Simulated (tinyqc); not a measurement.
Two-step dopant diffusion (predeposition and drive-in) with a constant diffusivity: one step, computed by the program tinyqc.

Fick diffusion into a half space x > 0 whose background doping C_B is of the opposite type, so that a junction lies where C = C_B.

Task: Diffusivities. D = D0 exp(-E/(k_B T)). Temperatures in kelvin are T(C) + 273.15. Times in seconds are 60 times the minutes.

Inputs (values chosen for the exercise, modelled on gallium in silicon):
```
quantity                      value    unit
prefactor D0                  0.315  cm^2/s
activation energy E            3.41      eV
predeposition temperature T1    925       C
predeposition time t1            45     min
drive-in temperature T2        1050       C
```

Constants: k_B = 8.617333262e-05 eV/K.

Give: D1; D2; product D1 t1.

Result:

D1 = 1.428e-15 cm^2/s

D2 = 3.235e-14 cm^2/s

product D1 t1 = 3.856e-12 cm^2
